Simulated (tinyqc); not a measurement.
# Dose and depth of a threshold implant

Inverse problem. A sheet of D acceptors per cm^2 lies at depth xi inside the depleted layer of a body doped Na. In the depletion approximation VT = Vfb + f2 + q D/Cox + gamma sqrt(f2 + Vsb - q D xi/(eps0 eps_r)), gamma = sqrt(2 eps0 eps_r q Na)/Cox, Cox = eps0 eox/tox. Find gamma, D and xi.

Values chosen for this exercise; band and dielectric values close to those of 4H silicon carbide: relative permittivity eps_r = 9.79; acceptor density deep in the body Na = 1.9e17 cm^-3; relative permittivity of the gate insulator (close to silicon nitride) eox = 7.72; insulator thickness tox = 3.2 nm; flat-band voltage Vfb = -0.77 V; band bending 2 phiF at threshold f2 = 2.998 V.

Constants: q = 1.602176634e-19 C, eps0 = 8.8541878128e-14 F/cm where lengths are in cm. Results are converted to the units shown.

VT against the source at Vsb = 0 and 2.9 V (V): [2.4543091, 2.5344162]

Answer. With y^2 = f2 - q D xi/(eps0 eps_r) and d the difference of the thresholds over gamma, sqrt(y^2 + Vsb) - y = d gives y = (Vsb - d^2)/(2 d). The first threshold then gives D, and y^2 gives xi.

gamma = 0.1075 V^0.5
D = 7.600e11 cm^-2
xi = 37.00 nm

Computed by the program tinyqc: `OMP_NUM_THREADS=1 python tinyqc.py 2080008 2080009 out.jsonl`, one thread of a shared Intel Xeon 2.30GHz, about 0.5 s for the whole run.
